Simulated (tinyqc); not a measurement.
Worked calculation: LDA (VWN5) atom on a uniform radial grid, spin-unpolarised, for He. Computed by tinyqc, a small Python program that keeps every step. Settings: Z = 2, points = 256, R = 10.8, functional = lda,vwn, mixing = 0.4, iteration cap = 60. Command: `OMP_NUM_THREADS=1 python tinyqc.py 27568 27569 out.jsonl` (the two numbers bound the seeds that draw the settings). One thread of a shared host (Intel(R) Xeon(R) Processor @ 2.60GHz), about 0.4 s of CPU time with the checks. Later iterations appear only in the table of the cycle.

## Iteration 1

Spherical atom on a uniform radial grid r_j = j h with h = R/(N + 1), h sum u^2 = 1 and integrals as h times sums, u(0) = u(R) = 0 (atomic units):
```
parameter            value
Z                        2
points N               256
R                10.800000
h                 0.042023
mixing            0.400000
electrons in 1s          2
```

Three-point differences turn -u''/2 + [l(l+1)/2r^2 - Z/r + V] u = e u into a tridiagonal matrix (diagonal 1/h^2 + potential, off-diagonal -1/2h^2). D = sum f u^2; the Hartree potential y/r solves y'' = -D/r with y(0) = 0, y(R) = N_e; v_xc comes from rho = D/(4 pi r^2); E = sum f e - int D V + int D (V_H/2 + eps_xc); V(new) = V + mixing (V_H + v_xc - V).

eigenvalues (hartree): 1s -1.99648

Every 16th grid point:
```
r            V in     u(1s)         D      V_H       v_xc
0.67237   0.00000   0.99104   1.96431  2.50032   -0.76205
1.34475   0.00000   0.51736   0.53531  1.46186   -0.33217
2.01712   0.00000   0.20256   0.08206  0.98994   -0.14767
2.68949   0.00000   0.07049   0.00994  0.74353   -0.06622
3.36187   0.00000   0.02300   0.00106  0.59490   -0.02951
4.03424   0.00000   0.00720   0.00010  0.49576   -0.01292
4.70661   0.00000   0.00219  9.63e-06  0.42493   -0.00555
5.37899   0.00000   0.00065  8.57e-07  0.37182   -0.00235
6.05136   0.00000   0.00019  7.39e-08  0.33050   -0.00098
6.72374   0.00000   0.00006  6.21e-09  0.29745   -0.00041
7.39611   0.00000  1.60e-05  5.12e-10  0.27041   -0.00017
8.06848   0.00000  4.56e-06  4.15e-11  0.24788   -0.00007
8.74086   0.00000  1.29e-06         0  0.22881  -2.82e-05
9.41323   0.00000  3.60e-07         0  0.21247    0.00000
10.08560  0.00000  9.46e-08         0  0.19830    0.00000
10.75798  0.00000  4.17e-09         0  0.18591    0.00000
```

total energy = -2.6878752 hartree

## Iteration 2

As before.

eigenvalues (hartree): 1s -1.32277

Every 16th grid point:
```
r            V in     u(1s)         D      V_H       v_xc
0.67237   0.69531   0.95978   1.84235  2.39633   -0.74691
1.34475   0.45188   0.57044   0.65081  1.44539   -0.35259
2.01712   0.33691   0.26311   0.13846  0.98783   -0.17272
2.68949   0.27092   0.10978   0.02411  0.74329   -0.08627
3.36187   0.22616   0.04345   0.00378  0.59487   -0.04334
4.03424   0.19313   0.01665   0.00055  0.49575   -0.02168
4.70661   0.16775   0.00624   0.00008  0.42493   -0.01074
5.37899   0.14779   0.00231  1.06e-05  0.37182   -0.00526
6.05136   0.13181   0.00084  1.42e-06  0.33050   -0.00256
6.72374   0.11882   0.00030  1.86e-07  0.29745   -0.00124
7.39611   0.10810   0.00011  2.40e-08  0.27041   -0.00059
8.06848   0.09912  3.91e-05  3.05e-09  0.24788   -0.00028
8.74086   0.09151  1.39e-05  3.84e-10  0.22881   -0.00014
9.41323   0.08499  4.84e-06  4.69e-11  0.21247   -0.00006
10.08560  0.07932  1.54e-06         0  0.19830  -2.89e-05
10.75798  0.07436  7.45e-08         0  0.18591    0.00000
```

total energy = -2.7849885 hartree

## Convergence

Stop when input and output potentials agree to 1e-7.

Course of the cycle (hartree):
```
iteration           E     e(1s)  largest |V(out) - V(in)|
1          -2.6878752  -1.99648                  2.35e+00
2          -2.7849885  -1.32277                  1.20e+00
3          -2.8169512  -0.96804                  5.96e-01
4          -2.8259042  -0.78191                  2.95e-01
5          -2.8281257  -0.68399                  1.50e-01
6          -2.8286427  -0.63198                  7.91e-02
7          -2.8287626  -0.60395                  4.33e-02
8          -2.8287918  -0.58860                  2.43e-02
9          -2.8287996  -0.58006                  1.39e-02
10         -2.8288018  -0.57525                  8.02e-03
11         -2.8288025  -0.57250                  4.67e-03
...               ...       ...                       ...
22         -2.8288029  -0.56870                  1.44e-05
23         -2.8288029  -0.56870                  8.56e-06
24         -2.8288029  -0.56870                  5.08e-06
25         -2.8288029  -0.56869                  3.01e-06
26         -2.8288029  -0.56869                  1.79e-06
27         -2.8288029  -0.56869                  1.06e-06
28         -2.8288029  -0.56869                  6.29e-07
29         -2.8288029  -0.56869                  3.73e-07
30         -2.8288029  -0.56869                  2.21e-07
31         -2.8288029  -0.56869                  1.31e-07
32         -2.8288029  -0.56869                  7.79e-08
```

Converged in 32 iterations. A uniform grid resolves the cusp poorly: for a bare nucleus this grid gives 1s at -1.99648 against -Z^2/2 = -2 hartree. Before convergence this energy mixes input and output and is not variational, so it may rise towards its limit.
